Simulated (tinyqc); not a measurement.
Valley splitting in a one-orbital chain of atomic planes (second-neighbour model), step by step. Values are carried at full precision from step to step, so a last printed digit may differ when a step is redone from the rounded ones.

Each (001) plane carries one orbital with energy e0, hopping v to the next plane and u to the second: E(phi) = e0 + 2 v cos(phi) + 2 u cos(2 phi), where phi = pi - k a/4 (the sign of every second orbital is chosen so that v > 0, which shifts the phase by pi). The minimum lies at cos(phi0) = -v/(4u), phi0 = pi - (pi/2) k0 for a valley at k0 (2 pi/a), and e0 puts it at zero. A slab of N planes has hard walls: the matrix simply ends.

Constants: hbar^2/2m0 = 3.80998211 eV angstrom^2.

Values chosen for the exercise (near those of the Delta valleys of silicon; abrupt walls in this chain split the valleys several times more than measured wells; not measured data): a = 5.43 angstrom (lattice constant; planes lie a/4 apart); k0 = 0.852 2 pi/a (position of the valley); ml = 0.899 m0 (longitudinal mass); N = 9 (planes in the small slab).

## Hoppings from the valley position and mass

The curvature at the minimum is d2E/dphi2 = 8 u sin^2(phi0) = (2c/ml)/(a/4)^2 with c = hbar^2/2m0; v = -4 u cos(phi0); e0 = 2u + v^2/(4u).

phi0 = 1.80327 rad
u = 0.60717 eV
v = 0.55954 eV
e0 = 1.34325 eV

## The bulk band

E at phi = j pi/10.

Band:
```
phi/pi  E (eV)
0.0     3.6767
0.1     3.3900
0.2     2.6239
0.3     1.6258
0.4     0.7066
0.5     0.1289
0.6     0.0150
0.7     0.3102
0.8     0.8131
0.9     1.2614
1.0     1.4385
```

## Hamiltonian of the slab

e0 on the diagonal, v and u on the first and second off-diagonals.

H (eV):
```
        1       2       3       4       5       6       7       8       9
1  1.3433  0.5595  0.6072       0       0       0       0       0       0
2  0.5595  1.3433  0.5595  0.6072       0       0       0       0       0
3  0.6072  0.5595  1.3433  0.5595  0.6072       0       0       0       0
4       0  0.6072  0.5595  1.3433  0.5595  0.6072       0       0       0
5       0       0  0.6072  0.5595  1.3433  0.5595  0.6072       0       0
6       0       0       0  0.6072  0.5595  1.3433  0.5595  0.6072       0
7       0       0       0       0  0.6072  0.5595  1.3433  0.5595  0.6072
8       0       0       0       0       0  0.6072  0.5595  1.3433  0.5595
9       0       0       0       0       0       0  0.6072  0.5595  1.3433
```

## Levels and the valley doublet

Diagonalise H. The two lowest levels are the doublet made from the valleys at +k0 and -k0; give their splitting, the weights of the lowest state, and its parity under reversal of the planes.

levels (eV): 0.1558  0.2152  0.5623  0.7774  1.0994  1.2824  1.8436  2.7332  3.4199

splitting = 59.40 meV

weights on the planes: 0.069  0.077  0.066  0.289  0.000  0.289  0.066  0.077  0.069

parity of the lowest state: odd

The mean of the doublet lies 0.1855 eV above the bulk minimum, and level 3 lies 0.3768 eV above that mean; the weights oscillate from plane to plane because the two valleys interfere.

## Checks

- Mean of the doublet for 400 planes against the effective-mass level with W = 402 a/4 (meV): both 0.1405.

Program tinyqc; command `OMP_NUM_THREADS=1 python tinyqc.py 1450709 1450710 out.jsonl`; about 0.01 s on one thread of a shared Intel(R) Xeon(R) Processor @ 2.30GHz.
